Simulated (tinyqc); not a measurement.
Worked calculation: LDA (VWN5) atom on a uniform radial grid, spin-unpolarised, for Li. Computed by tinyqc, a small Python program that keeps every step. Settings: Z = 3, points = 64, R = 16.7, functional = lda,vwn, mixing = 1.0, iteration cap = 76. Command: `OMP_NUM_THREADS=1 python tinyqc.py 20067 20068 out.jsonl` (the two numbers bound the seeds that draw the settings). One thread of a shared host (Intel(R) Xeon(R) Processor @ 2.60GHz), about 0.04 s of CPU time with the checks. Later iterations appear only in the table of the cycle.

## Iteration 1

Spherical atom on a uniform radial grid r_j = j h with h = R/(N + 1), h sum u^2 = 1 and integrals as h times sums, u(0) = u(R) = 0 (atomic units):
```
parameter            value
Z                        3
points N                64
R                16.700000
h                 0.256923
mixing            1.000000
electrons in 1s          2
electrons in 2s          1
```

Three-point differences turn -u''/2 + [l(l+1)/2r^2 - Z/r + V] u = e u into a tridiagonal matrix (diagonal 1/h^2 + potential, off-diagonal -1/2h^2). D = sum f u^2; the Hartree potential y/r solves y'' = -D/r with y(0) = 0, y(R) = N_e; v_xc comes from rho = D/(4 pi r^2); E = sum f e - int D V + int D (V_H/2 + eps_xc); V(new) = V + mixing (V_H + v_xc - V).

eigenvalues (hartree): 1s -3.97778, 2s -1.08607

Every 4th grid point:
```
r            V in     u(1s)      u(2s)         D      V_H       v_xc
1.02769   0.00000   0.55604   -0.38021   0.76292  2.46748   -0.43656
2.05538   0.00000   0.06506   -0.72221   0.53005  1.40981   -0.25591
3.08308   0.00000   0.00571   -0.42454   0.18030  0.96837   -0.14498
4.11077   0.00000   0.00045   -0.18007   0.03243  0.72941   -0.07317
5.13846   0.00000  3.26e-05   -0.06505   0.00423  0.58380   -0.03473
6.16615   0.00000  2.29e-06   -0.02134   0.00046  0.48653   -0.01571
7.19385   0.00000  1.56e-07   -0.00656  4.31e-05  0.41702   -0.00682
8.22154   0.00000  1.04e-08   -0.00193  3.72e-06  0.36490   -0.00286
9.24923   0.00000  6.86e-10   -0.00055  2.99e-07  0.32435   -0.00117
10.27692  0.00000  4.46e-11   -0.00015  2.28e-08  0.29192   -0.00047
11.30462  0.00000         0  -4.08e-05  1.67e-09  0.26538   -0.00019
12.33231  0.00000         0  -1.08e-05  1.18e-10  0.24326   -0.00007
13.36000  0.00000         0  -2.84e-06         0  0.22455  -2.85e-05
14.38769  0.00000         0  -7.31e-07         0  0.20851    0.00000
15.41538  0.00000         0  -1.81e-07         0  0.19461    0.00000
16.44308  0.00000         0  -2.36e-08         0  0.18245    0.00000
```

total energy = -5.9473540 hartree

## Iteration 2

As before.

eigenvalues (hartree): 1s -1.06821, 2s -0.01569

Every 4th grid point:
```
r            V in     u(1s)     u(2s)         D      V_H      v_xc
1.02769   2.03092   0.70985   0.01257   1.00793  2.08903  -0.47568
2.05538   1.15390   0.21032  -0.28047   0.16713  1.20202  -0.18071
3.08308   0.82339   0.05346  -0.41711   0.17970  0.86420  -0.14484
4.11077   0.65624   0.01275  -0.43597   0.19040  0.68039  -0.12408
5.13846   0.54908   0.00295  -0.39925   0.15942  0.56063  -0.10300
6.16615   0.47081   0.00067  -0.34480   0.11889  0.47542  -0.08465
7.19385   0.41020   0.00015  -0.28951   0.08382  0.41169  -0.06956
8.22154   0.36203  3.41e-05  -0.23933   0.05728  0.36236  -0.05731
9.24923   0.32318  7.66e-06  -0.19551   0.03822  0.32318  -0.04730
10.27692  0.29145  1.72e-06  -0.15765   0.02485  0.29140  -0.03900
11.30462  0.26519  3.87e-07  -0.12486   0.01559  0.26517  -0.03197
12.33231  0.24319  8.69e-08  -0.09616   0.00925  0.24319  -0.02587
13.36000  0.22452  1.95e-08  -0.07064   0.00499  0.22453  -0.02040
14.38769  0.20851  4.38e-09  -0.04747   0.00225  0.20851  -0.01525
15.41538  0.19461  9.61e-10  -0.02587   0.00067  0.19461  -0.01001
16.44308  0.18245  1.16e-10  -0.00513  2.63e-05  0.18245  -0.00344
```

total energy = -6.3465964 hartree

## Iteration 3

As before.

eigenvalues (hartree): 1s -1.75021, 2s -0.12922

Every 4th grid point:
```
r            V in     u(1s)     u(2s)         D      V_H      v_xc
1.02769   1.61335   0.65499  -0.06814   0.86267  2.20730  -0.45339
2.05538   1.02130   0.13589  -0.43163   0.22324  1.26874  -0.19714
3.08308   0.71936   0.02372  -0.51983   0.27135  0.91028  -0.16386
4.11077   0.55631   0.00392  -0.46732   0.21842  0.70882  -0.12928
5.13846   0.45763   0.00063  -0.36737   0.13496  0.57687  -0.09801
6.16615   0.39078   0.00010  -0.26748   0.07155  0.48424  -0.07274
7.19385   0.34213  1.54e-05  -0.18542   0.03438  0.41628  -0.05328
8.22154   0.30505  2.36e-06  -0.12424   0.01544  0.36465  -0.03865
9.24923   0.27588  3.62e-07  -0.08117   0.00659  0.32427  -0.02780
10.27692  0.25240  5.51e-08  -0.05197   0.00270  0.29189  -0.01985
11.30462  0.23319  8.35e-09  -0.03269   0.00107  0.26537  -0.01406
12.33231  0.21731  1.26e-09  -0.02018   0.00041  0.24326  -0.00985
13.36000  0.20413  1.90e-10  -0.01212   0.00015  0.22455  -0.00680
14.38769  0.19325  2.85e-11  -0.00688  4.74e-05  0.20851  -0.00453
15.41538  0.18460         0  -0.00333  1.11e-05  0.19461  -0.00272
16.44308  0.17901         0  -0.00062  3.90e-07  0.18245  -0.00088
```

total energy = -6.3960877 hartree

## Convergence

Stop when input and output potentials agree to 1e-7.

Course of the cycle (hartree):
```
iteration           E     e(1s)     e(2s)  largest |V(out) - V(in)|
1          -5.9473540  -3.97778  -1.08607                  3.86e+00
2          -6.3465964  -1.06821  -0.01569                  1.11e+00
3          -6.3960877  -1.75021  -0.12922                  4.08e-01
4          -6.4017056  -1.49958  -0.09364                  1.35e-01
5          -6.4023368  -1.57986  -0.10363                  4.51e-02
6          -6.4024078  -1.55344  -0.10060                  1.51e-02
7          -6.4024158  -1.56223  -0.10159                  5.07e-03
8          -6.4024167  -1.55928  -0.10126                  1.70e-03
9          -6.4024168  -1.56027  -0.10137                  5.72e-04
10         -6.4024168  -1.55994  -0.10133                  1.92e-04
11         -6.4024168  -1.56005  -0.10135                  6.44e-05
12         -6.4024168  -1.56001  -0.10134                  2.16e-05
13         -6.4024168  -1.56003  -0.10134                  7.26e-06
14         -6.4024168  -1.56002  -0.10134                  2.44e-06
15         -6.4024168  -1.56002  -0.10134                  8.19e-07
16         -6.4024168  -1.56002  -0.10134                  2.75e-07
17         -6.4024168  -1.56002  -0.10134                  9.23e-08
```

Converged in 17 iterations. A uniform grid resolves the cusp poorly: for a bare nucleus this grid gives 1s at -3.97778 against -Z^2/2 = -4.5 hartree. Before convergence this energy mixes input and output and is not variational, so it may rise towards its limit.
